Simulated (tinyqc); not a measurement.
Vacuum evaporation: vapour pressure, source flux, thickness distribution, purity and step coverage: one step, computed by the program tinyqc. Command: `OMP_NUM_THREADS=1 python tinyqc.py 3113141 3113142 out.jsonl evap walk`. One thread of a shared host (Intel(R) Xeon(R) Processor @ 2.30GHz), about 0.01 s of CPU time with the checks.

Molecular flow, unit sticking of the metal, no re-evaporation. The background gas is taken as water vapour (18.015 g/mol, collision diameter 0.37 nm) at 300 K.

Task: Vapour pressure and flux. log10(p_v/Pa) = A - B/T; flux from the surface Phi = p_v/sqrt(2 pi m k_B T), m = M u. Mass loss = Phi x area x m; heat of evaporation = ln(10) R B; d ln Phi/dT = ln(10) B/T^2 - 1/(2 T).

Inputs (values chosen for the exercise, modelled on gallium, with constants for the liquid):
```
quantity                    value   unit
molar mass M                69.72  g/mol
vapour-pressure constant A  10.74      -
vapour-pressure constant B  13960      K
source temperature T         1170      K
source area                  0.55   cm^2
```

Constants: u = 1.6605390666e-27 kg; k_B = 1.380649e-23 J/K; R = 8.314462618 J/(mol K).

Give: vapour pressure p_v; flux Phi; mass loss; heat of evaporation; change of flux per kelvin.

Result:

vapour pressure p_v = 0.06432 Pa

flux Phi = 5.934e+16 1/(cm^2 s)

mass loss = 0.01360 g/h

heat of evaporation = 267.3 kJ/mol

change of flux per kelvin = 2.305 %/K

Holding the rate to 1 % needs the temperature to about 0.43 K.
